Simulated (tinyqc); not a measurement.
## Ten-year voltage from two stress tests

Inverse problem. Lifetimes follow tau = t0 exp(B/Vd). Ten years are 3.15576e8 s. Find B, t0 and the drain voltage for ten years.

lifetimes at Vd = 4.4 and 4.9 V (s): 33000  6817.63834

Answer. ln(tau) is linear in 1/Vd.

B = 68.0 V
t0 = 0.00641 s
ten-year voltage = 2.76 V

Computed by the program tinyqc: `OMP_NUM_THREADS=1 python tinyqc.py 2550037 2550038 out.jsonl`, one thread of a shared Intel Xeon 2.30GHz, about 0.01 s for the whole run.
